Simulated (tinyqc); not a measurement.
Transfer-length model of a contact: one step of the calculation.

A metal contact of length d and width W on a thin layer of the same width. The metal has no resistance, the sheet resistance under it equals Rsh, and current enters the layer at the front edge x = 0.

Question. Transfer length. A = Lt coth(d/Lt) is solved for Lt, starting from Lt = A. Lt(new) = A tanh(d/Lt).

Parameters, values chosen for the exercise:

| symbol | value | unit | meaning |
|---|---|---|---|
| d | 0.28 | um | contact length |

A = 1.0673403 um
Lt after iteration 1 = 0.27374889 um

Wanted: Lt after iteration 2.

Answer.

Lt after iteration 2 = 0.8229 um

Program tinyqc, `OMP_NUM_THREADS=1 python tinyqc.py 2760049 2760050 out.jsonl`; Intel Xeon 2.30GHz, shared host, one thread, about 0.01 s.
